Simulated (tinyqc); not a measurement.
## LED efficiency against current

ABC model of an LED: J = q da (A n + Ba n^2 + Ca n^3), IQE = Ba n^2/(A n + Ba n^2 + Ca n^3), differential lifetime 1/(A + 2 Ba n + 3 Ca n^2).

Values chosen for this exercise:
- A = 4.9e5 1/s (defect coefficient of the active layer)
- Ba = 6.5e-10 cm^3/s (radiative coefficient of the active layer)
- Ca = 3.3e-29 cm^6/s (Auger coefficient of the active layer)
- da = 95 nm (thickness of the active layer)

Constants: q = 1.602176634e-19 C. Results are converted to the units shown.

LED efficiency against current:
```
J (A/cm^2)  n (cm^-3)  IQE (%)  defect share (%)  Auger share (%)  differential lifetime (ns)
0.05         6.741e15    89.91             10.06          0.03077                       108.0
0.2          1.384e16    94.77             5.162          0.06660                       54.05
0.9          2.976e16    97.39             2.467           0.1472                       25.46
4            6.311e16    98.51             1.177           0.3156                       12.06
10           9.991e16    98.75            0.7451           0.5009                       7.613
60           2.444e17    98.47            0.3038            1.222                       3.086
300          5.429e17    97.19            0.1350            2.679                       1.360
1000         9.809e17    95.19           0.07316            4.740                      0.7295
4000         1.919e18    91.09           0.03578            8.875                      0.3497
```

What does the comparison show?

The IQE goes from 89.9 through a maximum of 98.8 (at J = 10 A/cm^2 among the rows listed) to 91.1 %. The exact peak, Q/(Q + 2) = 98.8 % with Q = Ba/sqrt(A Ca) = 162, lies at n = sqrt(A/Ca) = 1.22e17 cm^-3, J = 14.9 A/cm^2, where the defect and Auger shares are equal. n goes as J^(0.52) at the low end and J^(0.48) at the high end.

tinyqc, about 0.01 s, one thread, Intel Xeon 2.30GHz (shared host): `OMP_NUM_THREADS=1 python tinyqc.py 2300101 2300102 out.jsonl`
